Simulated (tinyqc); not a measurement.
Retention against time.

Retention: filled traps are spread evenly in depth from E1 to E2, and each empties at the rate nu exp(-E/kB T). The share left is the mean of exp(-nu t exp(-E/kB T)) = [kB T/(E2 - E1)] [E1x(nu t exp(-E2/kB T)) - E1x(nu t exp(-E1/kB T))], E1x the exponential integral; traps shallower than about Ed = kB T ln(nu t) are empty.

Inputs (values chosen for the exercise):
```
symbol,value,unit,meaning
T,358,K,storage temperature
E1,0.92,eV,shallowest trap depth
E2,1.79,eV,deepest trap depth
nu,1e13,1/s,attempt frequency
```

Constants: q = 1.602176634e-19 C, kB = 1.380649e-23 J/K, Vt = kB T/q. Results are converted to the units shown.

Results:
```
t (s)  Ed (eV)  share left
1       0.9235      0.9692
100      1.066      0.8123
10000    1.208      0.6490
1e6      1.350      0.4857
1e7      1.421      0.4040
1e8      1.492      0.3224
1e9      1.563      0.2407
```

Estimate the missing row, t = 1e5 s.

Computed row:
```
t (s)  Ed (eV)  share left
1e5      1.279      0.5673
```

With this row back in the table: The share left falls from 0.969 to 0.241. Ed moves by 0.0710 eV a decade and reaches E1 at t = 0.894 s; from then on the loss is linear in log t, 8.16 % a decade, until Ed comes within a few kB T of E2, which it reaches at 1.58e12 s.

tinyqc, about 0.03 s, one thread, Intel Xeon 2.30GHz (shared host): `OMP_NUM_THREADS=1 python tinyqc.py 2130022 2130023 out.jsonl`
